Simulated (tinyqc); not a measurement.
# A square-lattice strip 2 sites wide, recursive Green functions: effects of single changes

The device has N = 3 slices of 2 site(s), nearest-neighbour hopping -t, and site energies U; the leads are semi-infinite continuations with site energy 0. V = <i+1|H|i> = -t 1.

Parameters, values chosen for the exercise: hopping (matrix element -t) t = 1 eV; site energies, slice by slice (2 a slice) U = [0.13, -0.07, 0.19, 0.09, 0.05, 0.04] eV; energy E = 0.3 eV.

Each table varies one quantity; the others keep the values above.

## Effect of the strength of the potential

Transverse modes n = 1..2: chi_n(j) = sqrt(2/3) sin(pi n j/3), energy e_n = -2 t cos(pi n/3). Sigma = t^2 sum_n chi_n chi_n^T g(E - e_n), g(x) = (x - i sqrt(4 t^2 - x^2))/(2 t^2) for |x| < 2 t and (x - sign(x) sqrt(x^2 - 4 t^2))/(2 t^2) otherwise; Gamma = i (Sigma - Sigma^dagger); both leads give the same. Forward pass: g_1 = (E - H_1 - Sigma)^(-1), g_i = (E - H_i - V g_(i-1) V^dagger)^(-1), with Sigma also subtracted on the last slice; G_(i,1) = g_i V G_(i-1,1), starting from g_1. H_i is the block of slice i: its site energies on the diagonal and -t between neighbouring rows. T(E) = Tr[Gamma G_(N,1) Gamma G_(N,1)^dagger]. All U are multiplied by the factor sc.

Results:
```
sc	T(E)	reflection, modes - T(E)
0	2.000	0
0.25	1.999	7.061e-4
0.5	1.997	0.002744
0.75	1.994	0.006008
1.25	1.984	0.01589
1.5	1.978	0.02239
1.75	1.970	0.02989
2	1.962	0.03838
```

Estimate the missing row, sc = 1.

Computed row:
```
sc	T(E)	reflection, modes - T(E)
1	1.990	0.01041
```

With this row back in the table: T(E) falls from 2.00 to 1.96. At sc = 0 the device equals the leads and transmits all 2 open mode(s). Between the first two non-zero rows the reflection goes as sc^(1.96); weak scattering gives sc^2.

## Transmission against energy

Same model as above.

Transmission against energy:
```
E (eV)	open modes	T(E)	T(E) per open mode
-2.9	1	0.8995	0.8995
-2.42	1	0.9889	0.9889
-1.93	1	0.9965	0.9965
-1.45	1	0.9983	0.9983
-0.97	2	1.674	0.8372
-0.48	2	1.980	0.9902
0	2	1.991	0.9953
0.48	2	1.986	0.9929
0.97	2	1.748	0.8741
1.45	1	0.9989	0.9989
1.93	1	0.9974	0.9974
2.42	1	0.9912	0.9912
2.9	1	0.9141	0.9141
```

What does the comparison show?

T(E) lies between 0.900 (E = -2.9 eV) and 1.99 (E = 0 eV) in these rows. The leads offer 1 to 2 open mode(s), of which the mean share 0.96 is transmitted.

Program tinyqc, `OMP_NUM_THREADS=1 python tinyqc.py 2660124 2660125 out.jsonl`; Intel Xeon 2.30GHz, shared host, one thread, about 0.01 s.
